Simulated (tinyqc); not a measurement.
From one set of inputs to another, one input at a time: Gupta-type many-body potential for a metal. Computed by tinyqc, a small Python program. Command: `OMP_NUM_THREADS=1 python tinyqc.py 3024483 3024484 out.jsonl gupta ladder`. One thread of a shared host (Intel(R) Xeon(R) Processor @ 2.30GHz), about 0.01 s of CPU time with the checks.

E_i = sum_j A exp(-p (r_ij/r0 - 1)) - xi rho_i^gamma, with rho_i = sum_j exp(-2 q (r_ij/r0 - 1)); gamma = 1/2 is the tight-binding second-moment form. The crystal is fcc unless stated; d is the neighbour distance and a fixed number of shells is kept.

The inputs printed are set A. Inputs not listed in the table keep their values of set A, so the rows need not describe a real material.

Inputs (values chosen for the exercise, for a model metal):
```
quantity                  value      unit
repulsion A               0.204        eV
hopping xi                 1.42        eV
decay p                    10.5         -
decay q                    3.98         -
reference distance r0     2.884  angstrom
shells kept                   3         -
embedding exponent gamma   0.55         -
```

Constants: 1 eV/angstrom^3 = 160.2176634 GPa.

Method. fcc shells: d sqrt(k), k = 1..5, with 12, 6, 24, 12, 24 atoms; Omega = d^3/sqrt2. Equilibrium: dE/dd = 0; B = d^2 E''(d)/(9 Omega).

Each row keeps all changes above it:
```
input moved                        from      to  cohesive energy E_c (eV)  neighbour distance d (angstrom)  bulk modulus B (GPa)
set A                                 -       -                     3.181                            2.902                 154.0
reference distance r0 (angstrom)  2.884   2.556                     3.181                            2.572                 221.2
repulsion A (eV)                  0.204  0.0834                     6.104                            2.195                 502.1
embedding exponent gamma           0.55     0.5                     4.561                            2.305                 323.8
decay q                            3.98    2.32                     4.277                            2.490                 170.6
decay p                            10.5    10.7                     4.272                            2.497                 173.0
hopping xi (eV)                    1.42    1.18                     3.357                            2.555                 132.4
```

Which inputs carry the difference?

Cohesive energy E_c goes from 3.18 to 3.36, a factor 1.06 in all. The largest single move comes from repulsion A (a factor 1.92), and embedding exponent gamma works against it (a factor 0.747). Neighbour distance d goes from 2.90 to 2.56, a factor 0.881 in all. The largest single move comes from repulsion A (a factor 0.853), and decay q works against it (a factor 1.08). Bulk modulus B goes from 154 to 132, a factor 0.860 in all. The largest single move comes from repulsion A (a factor 2.27), but it runs against the net change; the largest move in the direction of the net change is decay q (a factor 0.527). The single moves hold for this order of the switches; the total does not depend on the order.

Extremes, crossings and ranges named in words are read from the listed rows.
